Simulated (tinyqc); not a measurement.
# Quantum limit of the contact resistance of a two-dimensional channel: quantum limit against density

Parabolic band with gv valleys, C = hbar^2/(2 m0), eta = (EF - Ec)/(kB T). Landauer picture: each mode conducts 2 q^2/h, and the contacts and the channel add incoherently in series, 1/Tt - 1 = 2 (1/tc - 1) + L/lam for the total transmission Tt.

n = N ln(1 + exp(eta)), N = gv m kB T/(2 pi C); modes per width M = gv sqrt(m kB T/C) Fm(eta)/(2 sqrt(pi)), Fm(x) = (1/sqrt(pi)) int_0^infinity u^(-1/2)/(1 + exp(u - x)) du; at zero temperature M0 = gv kF/pi, kF = sqrt(2 pi n/gv). kB T in eV. RQ = (h/2q^2)/M for the whole device, R = RQ/Tt; the part of one contact is Rc = RQ (1/tc - 1/2) and the channel adds RQ L/lam.

Inputs (values chosen for the exercise):

| symbol | value | unit | meaning |
|---|---|---|---|
| T | 300 | K | temperature |
| m | 0.5 | m0 | mass |
| gv | 2 |  | valleys |

Constants: q = 1.602176634e-19 C, kB = 1.380649e-23 J/K, hbar = 1.054571817e-34 J s, h = 6.62607015e-34 J s, m0 = 9.1093837015e-31 kg, Vt = kB T/q, hbar^2/(2 m0) = 0.0380998212 eV nm^2. Results are converted to the units shown.

Results:
```
n (cm^-2)      eta  M (1/um)  M0 (1/um)  RQ/2 (ohm um)
1.4e11      -4.339     4.249      42.22           1519
3.4e11      -3.442     10.28      65.80          627.8
2e12        -1.592     58.60      159.6          110.1
5e12       -0.5296     138.7      252.3          46.53
1.2e13      0.7120     295.6      390.9          21.83
3e13         2.714     574.5      618.0          11.23
7.3e13       6.759     954.2      964.1          6.763
```

Estimate the missing row, n = 8.3e11 cm^-2.

Computed row:
```
n (cm^-2)     eta  M (1/um)  M0 (1/um)  RQ/2 (ohm um)
8.3e11     -2.527     24.86      102.8          259.6
```

With this row back in the table: The limit for one contact, RQ/2, falls from 1520 to 6.76 ohm um, as n^(-1.00) between the first two rows (eta = -4.3) and n^(-0.57) between the last two (eta = 6.8); the non-degenerate power is -1 and the degenerate one -1/2. M0 is 9.94 times M in the first row and 1.0 % above it in the last.

Numbers from tinyqc (`OMP_NUM_THREADS=1 python tinyqc.py 2760014 2760015 out.jsonl`; about 0.01 s on one thread of a shared Intel Xeon 2.30GHz).
